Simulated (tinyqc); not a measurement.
## Index ratio and exit index from two stacks

Inverse problem. A quarter-wave stack has T0 = 4 y/(1 + y)^2 with y = (ns/n0)(nL/nH)^(2 N), and y < 1 here. Find nH/nL and ns/n0.

T0 for N = 13 and 15 pairs (%): [3.226175003, 1.555637871]

Solution. sqrt(1 - T0) = |1 - y|/(1 + y) gives y for each stack; two more pairs multiply y by (nL/nH)^4.

nH/nL = 1.20
ns/n0 = 0.993

Numbers from tinyqc (`OMP_NUM_THREADS=1 python tinyqc.py 2650111 2650112 out.jsonl`; about 0.01 s on one thread of a shared Intel Xeon 2.30GHz).
